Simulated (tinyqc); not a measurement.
What the excited states change: donors with valley-orbit split 1s states.

Each donor binds at most one electron, in any of its states. For a site s, W_s = sum over its states of g exp(E/kT), and the ionised share is 1/(1 + W_s exp(eta)), eta = (EF - Ec)/kT; n = Nc F_1/2(eta); neutrality n + NA = ND x (mean ionised share); holes are neglected. Nc from N = 2 (m kB T/(4 pi c))^(3/2) with c = hbar^2/2m0, in 1/angstrom^3; times 1e24 for 1/cm^3, m = md. F_j(eta) = (1/Gamma(j + 1)) integral_0^infinity x^j dx/(1 + exp(x - eta)), which tends to exp(eta) for eta << 0.

Constants: hbar^2/2m0 = 3.80998211 eV angstrom^2; kB = 8.617333262e-05 eV/K.

Parameters, chosen for this exercise (near those of P in Si; the results hold for these values, not for the real material): md = 1.076 m0 (density-of-states mass of the conduction band); E = (45.7, 34.4, 32.9) meV (binding energies of 1s(A1), 1s(T2), 1s(E)); g = (2, 6, 4) (their degeneracies with spin); ND = 6.8e+16 1/cm^3 (donors); NA = 0 1/cm^3 (compensating acceptors, all ionised).

The last columns keep only the ground state of each site (g = 2).

Results:

| T (K) | effective degeneracy | eta | n (1/cm^3) | n, ground states only | ratio |
|---|---|---|---|---|---|
| 40 | 2.32 | -8.55 | 2.63e+14 | 2.84e+14 | 0.928 |
| 60 | 3.01 | -6.79 | 2.80e+15 | 3.42e+15 | 0.819 |
| 80 | 3.79 | -6.07 | 8.91e+15 | 1.19e+16 | 0.746 |
| 110 | 4.86 | -5.65 | 2.18e+16 | 3.06e+16 | 0.713 |
| 150 | 5.99 | -5.56 | 3.80e+16 | 5.04e+16 | 0.754 |
| 200 | 7.02 | -5.70 | 5.10e+16 | 6.11e+16 | 0.835 |
| 250 | 7.76 | -5.91 | 5.78e+16 | 6.47e+16 | 0.894 |
| 300 | 8.31 | -6.12 | 6.14e+16 | 6.62e+16 | 0.928 |
| 400 | 9.08 | -6.50 | 6.47e+16 | 6.72e+16 | 0.962 |
| 500 | 9.59 | -6.82 | 6.60e+16 | 6.76e+16 | 0.977 |

How do the results move, and what explains it?

The effective degeneracy grows from 2.32 to 9.59. Excited states hold electrons back, so the ratio is never above 1; it is lowest, 0.713, at 110 K of those listed, and 0.928 at 300 K. At low T the excited states empty out, and at high T more donors are ionised (n is 97 % of ND - NA in the last row), so the effect is largest in between.

Run: tinyqc, `OMP_NUM_THREADS=1 python tinyqc.py 1682117 1682118 out.jsonl`; Intel(R) Xeon(R) Processor @ 2.30GHz, one thread, shared host; about 0.01 s of CPU time with all checks.
